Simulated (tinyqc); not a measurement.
Inside a calculation. Method: exchange-only LDA atom on a uniform radial grid, spin-unpolarised, for He. Computed by tinyqc, a small Python program that keeps every step. Settings: Z = 2, points = 256, R = 9.9, functional = Slater exchange alone, mixing = 0.6, iteration cap = 67. Command: `OMP_NUM_THREADS=1 python tinyqc.py 30842 30843 out.jsonl` (the two numbers bound the seeds that draw the settings). One thread of a shared host (Intel(R) Xeon(R) Processor @ 2.60GHz), about 0.2 s of CPU time with the checks. Later iterations appear only in the table of the cycle.

## Iteration 1

Spherical atom on a uniform radial grid r_j = j h with h = R/(N + 1), h sum u^2 = 1 and integrals as h times sums, u(0) = u(R) = 0 (atomic units):
```
parameter,value
Z,2
points N,256
R,9.900000
h,0.038521
mixing,0.600000
electrons in 1s,2
```

Three-point differences turn -u''/2 + [l(l+1)/2r^2 - Z/r + V] u = e u into a tridiagonal matrix (diagonal 1/h^2 + potential, off-diagonal -1/2h^2). D = sum f u^2; the Hartree potential y/r solves y'' = -D/r with y(0) = 0, y(R) = N_e; v_xc comes from rho = D/(4 pi r^2); E = sum f e - int D V + int D (V_H/2 + eps_xc); V(new) = V + mixing (V_H + v_xc - V).

eigenvalues (hartree): 1s -1.997041

Every 16th grid point:
```
r,V in,u(1s),D,V_H,v_xc
0.616342,0.000000,1.016095,2.064900,2.628800,-0.744741
1.232685,0.000000,0.593123,0.703589,1.581762,-0.327687
1.849027,0.000000,0.259666,0.134853,1.078516,-0.144182
2.465370,0.000000,0.101050,0.020422,0.810985,-0.063440
3.081712,0.000000,0.036866,0.002718,0.648969,-0.027914
3.698054,0.000000,0.012912,0.000333,0.540823,-0.012282
4.314397,0.000000,0.004397,0.000039,0.463564,-0.005404
4.930739,0.000000,0.001467,4.30e-06,0.405619,-0.002378
5.547082,0.000000,0.000482,4.64e-07,0.360550,-0.001046
6.163424,0.000000,0.000156,4.88e-08,0.324495,-0.000460
6.779767,0.000000,0.000050,5.03e-09,0.294995,-0.000203
7.396109,0.000000,0.000016,5.10e-10,0.270412,-0.000089
8.012451,0.000000,0.000005,5.09e-11,0.249611,-0.000039
8.628794,0.000000,1.57e-06,0,0.231782,-0.000017
9.245136,0.000000,4.54e-07,0,0.216330,0.000000
9.861479,0.000000,2.10e-08,0,0.202809,0.000000
```

total energy = -2.56665570 hartree

## Iteration 2

As before.

eigenvalues (hartree): 1s -0.958654

Every 16th grid point:
```
r,V in,u(1s),D,V_H,v_xc
0.616342,1.130435,0.944044,1.782437,2.420097,-0.709105
1.232685,0.752445,0.660846,0.873435,1.537643,-0.352178
1.849027,0.560600,0.366572,0.268750,1.070703,-0.181443
2.465370,0.448527,0.186183,0.069328,0.809688,-0.095346
3.081712,0.372633,0.090414,0.016349,0.648759,-0.050764
3.698054,0.317125,0.042764,0.003657,0.540789,-0.027290
4.314397,0.274896,0.019882,0.000791,0.463559,-0.014778
4.930739,0.241945,0.009133,0.000167,0.405618,-0.008049
5.547082,0.215702,0.004158,0.000035,0.360550,-0.004404
6.163424,0.194421,0.001880,0.000007,0.324495,-0.002418
6.779767,0.176876,0.000845,1.43e-06,0.294995,-0.001331
7.396109,0.162194,0.000378,2.85e-07,0.270412,-0.000735
8.012451,0.149743,0.000167,5.61e-08,0.249611,-0.000405
8.628794,0.139059,0.000072,1.05e-08,0.231782,-0.000220
9.245136,0.129798,0.000027,1.49e-09,0.216330,-0.000110
9.861479,0.121686,1.42e-06,0,0.202809,-0.000015
```

total energy = -2.70583480 hartree

## Convergence

Stop when input and output potentials agree to 1e-7.

Course of the cycle (hartree):
```
iteration,E,e(1s),largest |V(out) - V(in)|
1,-2.56665570,-1.997041,2.44e+00
2,-2.70583480,-0.958654,6.30e-01
3,-2.71797628,-0.652527,1.70e-01
4,-2.71858835,-0.562164,5.65e-02
5,-2.71863183,-0.532707,2.09e-02
6,-2.71863755,-0.522102,8.02e-03
7,-2.71863844,-0.518089,3.12e-03
8,-2.71863858,-0.516542,1.22e-03
9,-2.71863861,-0.515941,4.75e-04
10,-2.71863861,-0.515708,1.85e-04
11,-2.71863861,-0.515617,7.24e-05
12,-2.71863861,-0.515582,2.83e-05
13,-2.71863861,-0.515568,1.11e-05
14,-2.71863861,-0.515563,4.32e-06
15,-2.71863861,-0.515561,1.69e-06
16,-2.71863861,-0.515560,6.58e-07
17,-2.71863861,-0.515560,2.57e-07
18,-2.71863861,-0.515560,1.00e-07
19,-2.71863861,-0.515560,3.91e-08
```

Converged in 19 iterations. A uniform grid resolves the cusp poorly: for a bare nucleus this grid gives 1s at -1.99704 against -Z^2/2 = -2 hartree. Before convergence this energy mixes input and output and is not variational, so it may rise towards its limit.
